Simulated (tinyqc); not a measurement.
# Double-gate transistor, scale length and short-channel effects: what changes with what

A body of thickness ts between two insulators of thickness ti and two tied gates. Below threshold the potential that source and drain add obeys Laplace's equation and vanishes on the gate. Its lowest mode decays along the channel as exp(-k y); k is the smallest positive root of the matching condition at the interface, and the scale length is Lambda = pi/k.

Parameters, values chosen for the exercise; permittivities: semiconductor close to that of silicon, insulator close to that of silicon nitride:
```
symbol  value  unit                                     meaning
T         273     K                                 temperature
eps_r    11.9        relative permittivity of the semiconductor
ei       7.13            relative permittivity of the insulator
ti        3.8    nm                         insulator thickness
ts        4.2    nm                              body thickness
L          42    nm                              channel length
Vbi      0.99     V                     potential of the source
sT       0.52     V   potential of the barrier top at threshold
Vds         1     V                               drain voltage
```

Constants: q = 1.602176634e-19 C, kB = 1.380649e-23 J/K, Vt = kB T/q. Results are converted to the units shown.

Each table varies one quantity; the others keep the values above.

## Effect of the body thickness

k is the smallest positive root of f(k) = ei cos(k ti) cos(k ts/2) - eps_r sin(k ti) sin(k ts/2). Along the channel psi(y) = s + a exp(y/l) + b exp(-y/l) with psi(0) = Vbi, psi(L) = Vbi + Vds and l = 1/k = Lambda/pi; with A = Vbi - s, B = A + Vds, x = exp(-L/l): a = (B - A x) x/(1 - x^2), b = (A - B x)/(1 - x^2). The minimum is s + 2 sqrt(a b), at y = (l/2) ln(b/a). The long-channel potential follows the gate as s = sT + (Vg - VTL)/m, and the threshold VT is the gate voltage at which the minimum equals sT. Swing = m Vt ln 10/g at threshold, g = d(minimum)/ds = 1 - (b x + a)/((1 + x) sqrt(a b)). DIBL = [VT(0.05 V) - VT(Vds)]/(Vds - 0.05 V). sT and Vbi are held fixed; m = 1.

Result of one run:
```
ts (nm),Lambda (nm),L/Lambda,VT - VTL at Vds (mV),DIBL (mV/V),swing (mV/decade)
1.7,10.33,4.065,-2.816,1.202,54.38
```

What becomes of these results when the body thickness ts is changed from 1.7 to 3.3 nm, all else the same?

Result of the changed run:
```
ts (nm),Lambda (nm),L/Lambda,VT - VTL at Vds (mV),DIBL (mV/V),swing (mV/decade)
3.3,12.65,3.320,-9.153,3.915,54.86
```

The whole series:
```
ts (nm),Lambda (nm),L/Lambda,VT - VTL at Vds (mV),DIBL (mV/V),swing (mV/decade)
1.7,10.33,4.065,-2.816,1.202,54.38
2.1,10.93,3.841,-4.007,1.711,54.47
2.6,11.66,3.601,-5.861,2.504,54.61
3.3,12.65,3.320,-9.153,3.915,54.86
4.1,13.74,3.057,-13.91,5.957,55.22
5.1,15.04,2.792,-21.31,9.144,55.78
6.3,16.55,2.538,-32.23,13.87,56.59
```

As ts goes from 1.7 to 6.3 nm, Lambda rises from 10.3 to 16.5 nm, DIBL rises from 1.20 to 13.9 mV/V and the swing rises from 54.4 to 56.6 mV a decade. On average Lambda goes as ts^(0.36). For ts = 1.7 to 3.3 nm the semiconductor is under 4 nm thick, where quantum confinement shifts the threshold.

## Effect of the relative permittivity of the insulator

Same model as above.

Effect of the relative permittivity of the insulator:
```
ei,Lambda (nm),L/Lambda,VT - VTL at Vds (mV),DIBL (mV/V),swing (mV/decade)
3.9,17.37,2.418,-39.25,16.92,57.11
5.7,15.02,2.797,-21.15,9.076,55.77
8.5,13.08,3.211,-10.88,4.654,54.99
12,11.77,3.568,-6.173,2.638,54.64
18,10.59,3.966,-3.289,1.404,54.42
27,9.714,4.324,-1.872,0.7990,54.31
40,9.093,4.619,-1.177,0.5020,54.26
```

As ei goes from 3.9 to 40, Lambda falls from 17.4 to 9.09 nm, DIBL falls from 16.9 to 0.502 mV/V and the swing falls from 57.1 to 54.3 mV a decade. On average Lambda goes as ei^(-0.28).

## Effect of the drain voltage

Same model as above.

The same in every row: Lambda (nm) = 13.87; L/Lambda = 3.028.

Effect of the drain voltage:
```
Vds (V),VT - VTL at Vds (mV),DIBL (mV/V),swing (mV/decade)
0.2,-9.818,7.804,55.13
0.35,-10.87,7.395,55.15
0.5,-11.82,7.058,55.18
0.65,-12.71,6.773,55.21
0.8,-13.54,6.527,55.23
0.95,-14.33,6.311,55.26
1.1,-15.07,6.119,55.29
```

As Vds goes from 0.2 to 1.1 V, Lambda stays at 13.9 nm, DIBL falls from 7.80 to 6.12 mV/V and the swing stays near 55.2 mV a decade.

Numbers from tinyqc (`OMP_NUM_THREADS=1 python tinyqc.py 2420004 2420005 out.jsonl`; about 0.01 s on one thread of a shared Intel Xeon 2.30GHz).
